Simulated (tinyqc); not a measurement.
What moves the results: exchange-split free-electron bands and tunnelling magnetoresistance. A value that a table varies takes the place of the one given here.

Majority and minority bands E = c k^2/m -/+ Dx/2, c = hbar^2/2m0, so k_up = sqrt(m (EF + Dx/2)/c), k_dn = sqrt(m (EF - Dx/2)/c); n_s = k_s^3/(6 pi^2), D_s = m k_s/(4 pi^2 c).

Barrier: kappa = sqrt(mb phi/c), c = hbar^2/2m0. With a = k1/m, b = k2/m, w = kappa/mb, the transmission at normal incidence is T(k1, k2) = 4 a b w^2/[w^2 (a + b)^2 + (w^2 + a^2)(w^2 + b^2) sinh^2(kappa d)]. Parallel: G_P = T(up, up) + T(dn, dn); antiparallel: G_AP = 2 T(up, dn); TMR = (G_P - G_AP)/G_AP. Julliere: TMR = 2 P^2/(1 - P^2). Slonczewski factor: P_eff = P_k (w^2 - a_up a_dn)/(w^2 + a_up a_dn), P_k = (k_up - k_dn)/(k_up + k_dn).

Constants: hbar^2/2m0 = 3.80998211 eV angstrom^2.

Inputs chosen for the exercise:
```
symbol  value  unit      meaning
EF      3.89   eV        Fermi energy above the mean band bottom
Dx      1.21   eV        exchange splitting
m       1.24   m0        mass in the electrodes
mb      0.43   m0        mass in the barrier
d       12.2   angstrom  barrier thickness
phi     0.55   eV        barrier height above EF
```

## Barrier height

Results:
```
phi (eV)  w (1/angstrom)    P_eff  TMR (%)       G_P
0.20               0.349  -0.0578     0.61    0.0936
0.40               0.494  -0.0421     0.35    0.0317
0.70               0.654  -0.0243     0.12   0.00755
1.0                0.781  -0.0112     0.03   0.00215
1.5                0.957   0.0046     0.00  0.000346
2.0                1.105   0.0157     0.05  7.05e-05
3.0                1.353   0.0301     0.18  4.63e-06
4.0                1.563   0.0391     0.31  4.54e-07
6.0                1.914   0.0498     0.50  9.08e-09
10                 2.471   0.0598     0.72  1.84e-11
```

P_eff vanishes where w^2 = a_up a_dn, at phi = 1.33 eV, inside the table; the lowest TMR listed is 0.00 % at 1.5 eV. TMR is 0.6 % at the lowest barrier and 0.7 % at the highest, against 1.2 % for Julliere with P_k; P_eff tends to +P_k for very high barriers and to -P_k for very low ones. G_P falls by 9.7 decades.

## Barrier thickness

Results:
```
d (angstrom)  kappa d       G_P      G_AP  TMR (%)
1               0.249      1.86      1.85     0.56
2               0.498      1.51      1.50     0.44
3               0.747      1.10      1.10     0.33
4               0.997     0.751     0.749     0.26
6               1.495     0.311     0.310     0.22
8               1.993     0.120     0.119     0.21
10              2.491    0.0448    0.0447     0.21
13              3.239    0.0101    0.0101     0.21
16              3.986   0.00227   0.00227     0.21
20              4.983  0.000310  0.000309     0.21
```

For thick barriers each angstrom costs a factor exp(2 kappa) = 1.65 in both conductances, and TMR settles at 0.21 % (the interface factor, which vanishes at (kappa/mb)^2 = k_up k_dn/m^2, reduces it below the value from the polarisation of k alone); it is within 0.1 point of that from d = 4 angstrom on. At 1 angstrom it is 0.56 %, where the barrier is thin and the mismatch of k_up and k_dn starts to rule, as it does fully for d -> 0.

## Exchange splitting

Dx takes the listed multiples of 2 EF.

Results:
```
Dx/(2 EF)    k_up    k_dn     P_k    P_eff  TMR (%)
0.10       1.1801  1.0674  0.0501  -0.0210     0.09
0.20       1.2326  1.0064  0.1010  -0.0417     0.35
0.35       1.3073  0.9072  0.1807  -0.0711     1.02
0.50       1.3781  0.7956  0.2679  -0.0964     1.89
0.65       1.4453  0.6657  0.3693  -0.1114     2.58
0.80       1.5096  0.5032  0.5000  -0.0954     2.03
0.90       1.5510  0.3558  0.6268  -0.0209     0.45
0.97       1.5793  0.1949  0.7803   0.1974     8.60
```

P_k rises from 0.050 to 0.780, and TMR goes from 0.09 % to 8.6 %, not steadily: its largest value is 8.60 % at 0.97 and its smallest 0.09 % at 0.1; P_eff changes sign along the table. At Dx = 2 EF the minority band is empty (a half metal) and G_AP vanishes.

## What moves the magnetoresistance

All results formed anew. Each row changes one parameter from the base and keeps the others.

Results:
```
case                  P_k    P_eff  TMR (%)      G_P
base               0.0782  -0.0325     0.21   0.0151
Dx = 1.27 eV       0.0822  -0.0341     0.23   0.0151
EF = 4.279 eV      0.0711  -0.0323     0.21   0.0145
phi = 0.715 eV     0.0782  -0.0236     0.11  0.00706
mb = 0.344 m0      0.0782  -0.0250     0.13   0.0309
d = 14.2 angstrom  0.0782  -0.0325     0.21  0.00557
m = 1.488 m0       0.0782  -0.0264     0.14   0.0161
```

The largest shifts from the base row, up to three for each result and ties (the steps differ in size, so this ranks the rows, not the parameters). P_k: EF -0.0072, Dx +0.0039; unchanged at the printed digits by phi, mb, d and m. P_eff: phi +0.0089, mb +0.0075, m +0.0061; unchanged at the printed digits by d. TMR (%): phi -0.10, mb -0.08, m -0.07; unchanged at the printed digits by EF and d. G_P: mb +0.0158, d -0.00949, phi -0.00800; unchanged at the printed digits by Dx.

Computed by tinyqc, a small Python program: `OMP_NUM_THREADS=1 python tinyqc.py 1652453 1652454 out.jsonl` (the numbers bound the seed that draws the inputs); one thread of a shared host (Intel(R) Xeon(R) Processor @ 2.30GHz), about 0.01 s for the whole set of steps.
